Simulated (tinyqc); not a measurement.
sp3s* tight binding: one step. Levels at this k. The numbers come from values chosen for the exercise (near a published set for InAs, fitted to gaps, whose masses and valley positions are rough; spin-orbit coupling, where it is added without a refit, lifts the valence top and shrinks all gaps by about a third of the splitting).

H(k) (eV), lower triangle (Hermitian):
```
             sa          xa          ya          za         s*a         sc        xc        yc        zc
sa    -9.590000
xa            0    0.918000
ya            0           0    0.918000
za            0           0           0    0.918000
s*a           0           0           0           0    7.468000
sc    -4.133695   2.443140i   2.443140i    1.497158           0  -2.707000
xc   -1.355666i    1.337671   -1.209684  -1.974025i  -1.510702i          0  3.716000
yc   -1.355666i   -1.209684    1.337671  -1.974025i  -1.510702i          0         0  3.716000
zc    -0.830753  -1.974025i  -1.974025i    1.337671   -0.925759          0         0         0  3.716000
s*c           0   1.725434i   1.725434i    1.057347           0          0         0         0         0

          s*c
s*c  6.745000
```

Task: Diagonalise H, which belongs to k = (0.35, 0.35, 0) (2 pi/a). Four bands are filled (two electrons each); give the make-up of band 5, the lowest empty one.

Give: levels; weights of band 5; weight of band 5 on atom a.

Result:

levels (eV): -11.9240  -4.2641  -1.4183  -0.5892  2.0089  3.8885  5.2232  5.9361  8.0496  8.9072

weights of band 5: s 0.460, p 0.444, s* 0.096

weight of band 5 on atom a = 0.320

The vertical gap at this k is 2.5981 eV; band 5 is mostly s-like.

Program tinyqc; command `OMP_NUM_THREADS=1 python tinyqc.py 1452694 1452695 out.jsonl`; about 0.2 s on one thread of a shared Intel(R) Xeon(R) Processor @ 2.30GHz.
